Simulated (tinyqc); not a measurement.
# Charge pumping in an n-channel transistor: scanning the upper gap with the fall time

The gate is pulsed from accumulation to inversion and back. Energies E are counted from the intrinsic level; Dit(E) = D0 [1 + b (2 E/Eg)^2]. During each edge the traps near the bands emit their carriers, and those between Eh and Ee recombine once a cycle.

ni = sqrt(Nc Nv) exp(-Eg/(2 Vt)), Eg in volts; emission times te = (dV/Va) tf and th = (dV/Va) tr; Ee = -Vt ln(vth sn ni te), Eh = +Vt ln(vth sp ni th). Nit = integral of Dit from Eh to Ee = D0 [Ee - Eh + 4 b (Ee^3 - Eh^3)/(3 Eg^2)], Qcp = q A Nit, Icp = f Qcp.

Parameters, values chosen for the exercise; band and dielectric values close to those of silicon: temperature T = 200 K; band gap Eg = 1.13 eV; conduction-band density of states at 200 K Nc = 1.55e19 cm^-3; valence-band density of states at 200 K Nv = 1.46e19 cm^-3; gate area A = 1.2 um^2; trap density at midgap D0 = 7.7e11 cm^-2 eV^-1; rise of the trap density towards the band edges b = 10.5; cross-section for electrons sn = 2.2e-15 cm^2; cross-section for holes sp = 3.8e-15 cm^2; thermal velocity at 200 K, one nominal value for electrons and holes vth = 1.3e7 cm/s; Vth - Vfb dV = 1.11 V; pulse height Va = 3.1 V; frequency f = 1.1e6 Hz; rise time tr = 56 ns.

Constants: q = 1.602176634e-19 C, kB = 1.380649e-23 J/K, Vt = kB T/q. Results are converted to the units shown.

The same in every row: Eh (eV) = -0.3994.

Scanning the upper gap with the fall time:
```
tf (ns)  Ee (eV)  Nit (cm^-2)  Icp (pA)
1.4       0.4724     2.099e12      4439
2.6       0.4617     2.032e12      4297
5.1       0.4501     1.962e12      4149
10        0.4385     1.895e12      4007
20        0.4266     1.829e12      3868
38        0.4155     1.771e12      3745
74        0.4040     1.713e12      3623
140       0.3930     1.660e12      3512
280       0.3811     1.606e12      3396
```

Ee falls from 0.472 to 0.381 eV, by Vt ln 10 a decade, and Icp falls from 4440 to 3400 pA. The slope -dNit/d(ln tf)/Vt gives Dit = 6.29e12 cm^-2 eV^-1 near E = 0.467 eV and 4.56e12 near 0.387 eV, against 6.29e12 and 4.56e12 from the profile.

Range of the model: The Fermi levels of inversion and accumulation are taken to lie beyond Ee and Eh, the flat tops to fill all traps, and no geometric current is added.

tinyqc, about 0.01 s, one thread, Intel Xeon 2.30GHz (shared host): `OMP_NUM_THREADS=1 python tinyqc.py 2030034 2030035 out.jsonl`
